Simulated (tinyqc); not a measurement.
How far the fits carry: temperature and isotope dependence of a band gap in oscillator models.

E(T) = E0 - sum_i sl_i th_i n_i(T), n = 1/(exp(th/T) - 1). The same coupling lowers the gap at 0 K by the zero-point term ZP = sum_i sl_i th_i/2, so the gap of the static lattice is E0 + ZP. Thermal expansion is taken as part of the slopes.

Two-parameter forms are made to pass through the falls at the two temperatures T12: Varshni aV T^2/(T + bV), from the line T^2/fall = (T + bV)/aV; one oscillator s1 t1/(exp(t1/T) - 1), with t1 from the ratio of the falls.

Parameters, chosen for this exercise (near those of InP; shifted at random, so the results belong to these values and not to a real crystal): E0 = 1.417 eV (gap at 0 K); th = (128, 320) K (temperatures of two oscillators); sl = (0.1578, 0.2092) meV/K (their high-temperature slopes); T12 = (130, 240) K (temperatures of the fits).

Falls of the gap from E0, and errors of the two fits against the model.

Results:
```
T (K),fall (meV),Varshni - model (meV),one oscillator - model (meV),fall/ZP
20,0.03,0.50,-0.03,0.001
50,1.80,1.32,-0.68,0.041
100,10.62,0.77,-0.33,0.244
300,73.09,2.71,-0.48,1.677
400,108.18,11.01,-1.60,2.483
600,179.95,37.95,-4.39,4.130
800,252.52,73.68,-7.45,5.796
```

Give the missing row, T (K) = 200.

Computed row:
```
T (K)  fall (meV)  Varshni - model (meV)  one oscillator - model (meV)  fall/ZP
200         39.47                  -0.72                          0.18    0.906
```

Below the first fit point the largest errors are +1.32 meV (Varshni, 50 K, on a fall of 1.80 meV) and -0.68 meV (one oscillator, 50 K); a T^2 law cannot freeze out; a single oscillator misses the soft modes. At 800 K, beyond the second fit point, they are +73.7 and -7.5 meV, so the oscillator extrapolates better here. The thermal fall equals ZP between 200 and 300 K.

Program tinyqc; command `OMP_NUM_THREADS=1 python tinyqc.py 1880836 1880837 out.jsonl`; about 0.01 s on one thread of a shared Intel(R) Xeon(R) Processor @ 2.30GHz.
